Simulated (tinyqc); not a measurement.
Holstein polaron on two sites: one step, computed by the program tinyqc.

One electron on sites 1 and 2: H = -t (c1+ c2 + c2+ c1) + hbar omega sum_i b_i+ b_i - g hbar omega sum_i n_i (b_i + b_i+). The symmetric phonon shifts the energy by -g^2 hbar omega/2 and drops out; with b = (b_1 - b_2)/sqrt(2) there remains H = -t sigma_x + hbar omega b+ b - (g hbar omega/sqrt(2)) sigma_z (b + b+). Parity splits it into blocks p = +1 and -1 over phonon numbers n. Zero-point energies are left out. Weights Z refer to mode b alone; the displaced symmetric mode multiplies the full zero-phonon weight by exp(-g^2/2).

Problem. Levels in the small basis. Diagonalise H; the eigenvector has its largest component positive; Z is the weight of n = 0.

H, even block (meV):
```
[[-97.8805, -65.6888, 0.0000, 0.0000, 0.0000, 0.0000],
 [-65.6888, 141.1195, -92.8980, 0.0000, 0.0000, 0.0000],
 [0.0000, -92.8980, 136.1195, -113.7763, 0.0000, 0.0000],
 [0.0000, 0.0000, -113.7763, 375.1195, -131.3776, 0.0000],
 [0.0000, 0.0000, 0.0000, -131.3776, 370.1195, -146.8846],
 [0.0000, 0.0000, 0.0000, 0.0000, -146.8846, 609.1195]]
```

Give: levels; lowest eigenvector; Z in the small basis.

Solution.

levels (meV): [-117.5, 30.9, 187.2, 262.7, 478.9, 691.4]

lowest eigenvector: [0.9513, 0.2837, 0.1171, 0.0293, 0.0084, 0.0017]

Z in the small basis = 0.9049
